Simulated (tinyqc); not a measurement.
Ballistic Schottky-barrier transistor with a two-dimensional channel, WKB contacts: two steps of the calculation.

Source Fermi level 0, drain Fermi level -Vd. Far from the contacts Ec = pn - psi, and the gate moves psi one to one; the band edges relax as exp(-x/lam) from pn at the source and pn - Vd at the drain; Ev = Ec - Eg. A carrier of energy w inside the channel band meets at a contact a barrier of height D (the contact edge beyond the channel edge): T = 1 for w >= D, else exp(-S), S = 4 lam sqrt(m/C) [sqrt(D - w) - sqrt(w) arctan sqrt((D - w)/w)], C = hbar^2/(2 m0). The two contacts combine as Ts Td/(Ts + Td - Ts Td).

Inputs (values chosen for the exercise); channel values close to those of a tungsten diselenide layer:
- T = 300 K (temperature)
- pn = 0.62 eV (barrier for electrons at both contacts)
- mn = 0.37 m0 (electron mass)
- g = 2 (valleys or subbands)
- lam = 2.2 nm (screening length at the contacts)
- Vd = 0.1 V (drain bias)
- ps = 0.52 V (band shift psi of the channel by the gate)
- w0 = 0.24 eV (energy of one carrier inside the channel band)
- wm = 0.7 eV (upper end of the grid)
- nE = 15 (points of the grid)

Constants: q = 1.602176634e-19 C, kB = 1.380649e-23 J/K, hbar = 1.054571817e-34 J s, h = 6.62607015e-34 J s, m0 = 9.1093837015e-31 kg, Vt = kB T/q, hbar^2/(2 m0) = 0.0380998212 eV nm^2. Results are converted to the units shown.

Task 1. Transmission of one of the electrons. S and T at both contacts for w = w0, and the tunnelling distance lam ln(D/w) at the higher barrier.

D for electrons (eV): source 0.52000000, drain 0.42000000

Give: S at the source; S at the drain; combined T; tunnelling distance.

Result 1.

S at the source = 3.4423
S at the drain = 2.0461
combined T = 0.026318
tunnelling distance = 1.7010 nm

Task 2. Current of the electrons on a coarse grid. I/W = g (2 q^2/h) int T(w) [N(Es + w) - N(Ed + w)] dw with w the energy of motion along the channel, N(y) = (1/2 pi) sqrt(pi m kB T/C) Fm(-y/kB T), Fm(x) = (1/sqrt(pi)) int_0^infinity u^(-1/2)/(1 + exp(u - x)) du. Electrons: Ds = psi, Dd = psi - Vd, Es = Ec, Ed = Ec + Vd. Holes: Ds = -psi, Dd = Vd - psi, Es = -Ev, Ed = -Ev - Vd. The size of each current is taken; both flow from drain to source and add. Simpson's rule on nE equally spaced w from 0 to wm.

Find: w; Ts; Td; T; size of the supply difference; current.

Result 2.

w, point 0 to 14 (eV): [0.0000, 0.0500, 0.1000, 0.1500, 0.2000, 0.2500, 0.3000, 0.3500, 0.4000, 0.4500, 0.5000, 0.5500, 0.6000, 0.6500, 0.7000]
Ts, point 0 to 14: [2.580e-9, 1.509e-5, 3.075e-4, 0.002431, 0.01165, 0.04009, 0.1080, 0.2388, 0.4454, 0.7085, 0.9508, 1.000, 1.000, 1.000, 1.000]
Td, point 0 to 14: [1.912e-8, 1.001e-4, 0.001815, 0.01266, 0.05295, 0.1570, 0.3573, 0.6487, 0.9392, 1.000, 1.000, 1.000, 1.000, 1.000, 1.000]
T, point 0 to 14: [2.274e-9, 1.311e-5, 2.630e-4, 0.002044, 0.009638, 0.03298, 0.09043, 0.2115, 0.4329, 0.7085, 0.9508, 1.000, 1.000, 1.000, 1.000]
size of the supply difference, point 0 to 14 (1/um): [2.849, 0.4171, 0.06041, 0.008735, 0.001263, 1.825e-4, 2.639e-5, 3.815e-6, 5.514e-7, 7.971e-8, 1.152e-8, 1.666e-9, 2.408e-10, 3.481e-11, 5.032e-12]
current = 4.706e-4 uA/um

Range of the model: No scattering, image-force lowering, channel charge or band-to-band tunnelling; parabolic kappa overstates S deep in the gap.

Numbers from tinyqc (`OMP_NUM_THREADS=1 python tinyqc.py 2390115 2390116 out.jsonl`; about 0.4 s on one thread of a shared Intel Xeon 2.30GHz).
